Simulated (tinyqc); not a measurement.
Density and mobility of a removed layer (differential Hall).

Inverse problem. For layers in parallel the sheet conductance g = 1/Rs and the product g mu_H (mu_H signed, unit Hall factors) are additive. Find the sheet density and mobility of the layer that was removed, and its share of the conductance.

Constants: q = 1.602176634e-19 C. Results are converted to the units shown.

Rs before and after removing the top layer (ohm/square): [5034.2870, 67257.641]
apparent mobility before and after, signed (cm^2/(V s)): [36.625746, 32]

Answer. The differences give g1 = q n mu and g1 mu = q n mu^2; their ratio is mu and g1^2/(q g1 mu) is n.

sheet density = 3.100e13 cm^-2
mobility = 37.00 cm^2/(V s)
share of the conductance = 92.51 %

Computed by the program tinyqc: `OMP_NUM_THREADS=1 python tinyqc.py 2850209 2850210 out.jsonl`, one thread of a shared Intel Xeon 2.30GHz, about 0.01 s for the whole run.
